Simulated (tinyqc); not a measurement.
Worked calculation: coupled-perturbed Hartree-Fock on RHF in the sto-3g basis, for Li+, spin multiplicity 1. One step of it, computed by the program tinyqc.

Question. Coupled step 1. U_ai = -(mu_ai + sum_bj [4 (ai|bj) - (ab|ij) - (aj|bi)] U_bj) / (e_a - e_i); alpha = -4 sum U_ai mu_ai.

uncoupled U:
```
,i1
a2,0.000000
a3,0.000000
a4,-0.075399
a5,0.000000
```

dipole integrals <a|z|i> (bohr):
```
,i1
a2,0.000000
a3,0.000000
a4,0.199222
a5,0.000000
```

orbital energies (hartree): MO1 -2.736765, MO2 -0.180035, MO3 -0.094515, MO4 -0.094515, MO5 -0.094515

Two-electron integrals over orbitals (pq|rs), unique and non-zero (hartree):
```
p,q,r,s,(pq|rs)
1,1,1,1,1.661917
2,1,1,1,-0.179091
2,1,2,1,0.029694
2,2,1,1,0.398950
2,2,2,1,-0.009460
2,2,2,2,0.282245
3,1,3,1,0.009708
3,2,3,1,0.013460
3,2,3,2,0.060914
3,3,1,1,0.396386
3,3,2,1,-0.006021
3,3,2,2,0.285613
3,3,3,3,0.312946
4,1,4,1,0.009708
4,2,4,1,0.013460
4,2,4,2,0.060914
4,3,4,3,0.016869
4,4,1,1,0.396386
4,4,2,1,-0.006021
4,4,2,2,0.285613
4,4,3,3,0.279207
4,4,4,4,0.312946
5,1,5,1,0.009708
5,2,5,1,0.013460
5,2,5,2,0.060914
5,3,5,3,0.016869
5,4,5,4,0.016869
5,5,1,1,0.396386
5,5,2,1,-0.006021
5,5,2,2,0.285613
5,5,3,3,0.279207
5,5,4,4,0.279207
5,5,5,5,0.312946
```

Give: U after step 1; polarisability.

Answer.

U after step 1:
```
,i1
a2,0.0000
a3,0.0000
a4,-0.0859
a5,0.0000
```

polarisability = 0.0684 bohr^3
